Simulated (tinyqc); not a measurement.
From one set of inputs to another, one input at a time: surface photovoltage measurement of the minority-carrier diffusion length in a wafer. Computed by tinyqc, a small Python program. Command: `OMP_NUM_THREADS=1 python tinyqc.py 3130529 3130530 out.jsonl spv ladder`. One thread of a shared host (Intel(R) Xeon(R) Processor @ 2.30GHz), about 0.02 s of CPU time with the checks.

Low injection, steady light, a depletion layer much thinner than 1/alpha and L. The excess density dn is taken at the front edge of the neutral region; light that reaches the back is lost.

The inputs printed are set A. Inputs not listed in the table keep their values of set A, so the rows need not describe a real material.

Inputs (values chosen for the exercise, modelled on p-type silicon at room temperature):
```
quantity                                             value        unit
diffusion length L                                     250  micrometre
wafer thickness W                                      725  micrometre
diffusivity D                                         31.9      cm^2/s
front recombination velocity S_f                      2000        cm/s
back recombination velocity S_b                      16000        cm/s
photon flux entering                               6.4e+11  1/(cm^2 s)
minority density at the surface barrier scale n_0    1e+10      1/cm^3
temperature T                                          298           K
wavelength                                             983          nm
relative noise of each reading                           1           %
```

normal deviates g for the noise: 0.59  -1.01  0.20  -0.68  -0.40  -1.30  1.62

Constants: k_B = 8.617333262e-05 eV/K.

Method:
- alpha = (84.732/lambda - 76.417)^2 per cm with lambda in micrometre (an empirical fit for silicon between 0.7 and 1.05 micrometre).
- Thick wafer: dn = Phi L/((S_f + D/L)(L + 1/alpha)). Finite wafer, with s = S_b L/D, w = W/L, a = alpha L: dn = [Phi a/(a^2 - 1)] [a - B - exp(-alpha W)(a - s)/(cosh w + s sinh w)]/(S_f + B D/L), B = (sinh w + s cosh w)/(cosh w + s sinh w).
- Photovoltage V = (k_B T/e) ln(1 + dn/n_0). Lifetime = L^2/D.
- Readings y = (Phi/dn) (1 + noise x g) at 780, 830, 880, 920, 950, 975 and 995 nm; a least-squares line y = c (1/alpha + L_app) gives L_app = intercept/slope.

Each row keeps all changes above it:
```
input moved                                 from       to  dn, finite wafer (1/cm^3)  apparent length L_app (micrometre)  photovoltage V (mV)
set A                                          -        -                 1.3697e+08                              237.14                0.349
back recombination velocity S_b (cm/s)     16000    14000                 1.3699e+08                              237.22                0.349
wavelength (nm)                              983      881                 1.7676e+08                              237.22                0.450
diffusion length L (micrometre)              250      780                 2.4017e+08                              483.08                0.609
photon flux entering (1/(cm^2 s))        6.4e+11  3.9e+12                 1.4635e+09                              483.08                3.507
front recombination velocity S_f (cm/s)     2000      120                 5.5706e+09                              483.08               11.371
diffusivity D (cm^2/s)                      31.9     27.5                 6.2689e+09                              481.46               12.498
wafer thickness W (micrometre)               725      525                 5.2407e+09                              361.19               10.821
```

Which inputs carry the difference?

dn, finite wafer goes from 1.37e8 to 5.24e9, a factor 38.3 in all. The largest single move comes from photon flux entering (a factor 6.09). Apparent length L_app goes from 237 to 361, a factor 1.52 in all. The largest single move comes from diffusion length L (a factor 2.04), and wafer thickness W works against it (a factor 0.750). Photovoltage V goes from 0.349 to 10.8, a factor 31.0 in all. The largest single move comes from photon flux entering (a factor 5.76). The single moves hold for this order of the switches; the total does not depend on the order.

Caution (rows photon flux entering, front recombination velocity S_f, diffusivity D, wafer thickness W): dn is not small against n_0, so V is not linear in the flux; the constant-flux reading then needs dn, not V.

Extremes, crossings and ranges named in words are read from the listed rows.
